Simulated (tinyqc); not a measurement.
Temperature: carrier statistics of a doped semiconductor with parabolic bands.

Eg(T) = Eg0 - al T^2/(T + be); m_de = Mv^(2/3) (ml mt^2)^(1/3); m_dh = (mhh^(3/2) + mlh^(3/2))^(2/3); Nc and Nv from N = 2 (m kB T/(4 pi c))^(3/2) with c = hbar^2/2m0, in 1/angstrom^3; times 1e24 for 1/cm^3.

Energies are counted from Ev, so Ec = Eg. n = Nc F_1/2((EF - Eg)/kT), p = Nv F_1/2(-EF/kT), ND+ = ND/(1 + 2 exp((EF - Eg + ED)/kT)), NA- = NA/(1 + 4 exp((EA - EF)/kT)); neutrality asks p + ND+ = n + NA-. F_j(eta) = (1/Gamma(j + 1)) integral_0^infinity x^j dx/(1 + exp(x - eta)), which tends to exp(eta) for eta << 0.

Constants: hbar^2/2m0 = 3.80998211 eV angstrom^2; kB = 8.617333262e-05 eV/K.

Values chosen for the exercise (near those of GaP; shifted at random, so the results belong to these values and not to a real crystal):
- Eg0 = 2.377 eV (gap at 0 K)
- al = 0.000556 eV/K (Varshni alpha)
- be = 389 K (Varshni beta)
- ml = 1.88 m0 (longitudinal electron mass)
- mt = 0.258 m0 (transverse electron mass)
- Mv = 3 (equivalent valleys)
- mhh = 0.759 m0 (heavy-hole mass)
- mlh = 0.135 m0 (light-hole mass)
- ND = 9.2e+15 1/cm^3 (donors)
- NA = 5.4e+12 1/cm^3 (acceptors)
- ED = 0.0859 eV (donor level below Ec)
- EA = 0.0582 eV (acceptor level above Ev)

Neutrality solved at each temperature; ni = sqrt(Nc Nv) exp(-Eg/2kT).

Carriers (1/cm^3):

| T (K) | EF (eV) | n | p | majority / \|ND - NA\| | ni | Eg (eV) |
|---|---|---|---|---|---|---|
| 30 | 2.3073 | 2.66e+06 | <1e-99 | 2.89e-10 | <1e-99 | 2.3758 |
| 50 | 2.3154 | 2.36e+12 | <1e-99 | 0.000256 | <1e-99 | 2.3738 |
| 77 | 2.3048 | 1.90e+14 | <1e-99 | 0.0207 | 7.85e-60 | 2.3699 |
| 120 | 2.2791 | 2.38e+15 | 8.66e-78 | 0.259 | 1.44e-31 | 2.3613 |
| 200 | 2.2098 | 7.93e+15 | 2.01e-37 | 0.862 | 3.99e-11 | 2.3392 |
| 300 | 2.0978 | 9.02e+15 | 1.02e-16 | 0.982 | 0.960 | 2.3044 |
| 450 | 1.9100 | 9.16e+15 | 0.0133 | 0.997 | 1.10e+07 | 2.2428 |
| 600 | 1.7086 | 9.18e+15 | 2.24e+05 | 0.999 | 4.54e+10 | 2.1746 |
| 800 | 1.4267 | 9.19e+15 | 7.98e+10 | 0.999 | 2.71e+13 | 2.0777 |
| 1000 | 1.1360 | 9.40e+15 | 2.04e+14 | 1.02 | 1.39e+15 | 1.9767 |

Ionisation is incomplete: the majority density is below 90 % of the net doping at 30, 50, 77, 120 and 200 K, down to a share of 2.9e-10. It is within 10 % of the net doping at 300, 450, 600, 800 and 1000 K. The majority density never exceeds the net doping by 10 %; ni is 1.39e+15 1/cm^3 at 1000 K against a net doping of 9.19e+15. EF goes from 2.307 eV to 1.136 eV, where midgap is 0.988 eV and the intrinsic level (Boltzmann) 0.971 eV.

tinyqc: `OMP_NUM_THREADS=1 python tinyqc.py 1680681 1680682 out.jsonl`; about 0.01 s, one thread, shared Intel(R) Xeon(R) Processor @ 2.30GHz.
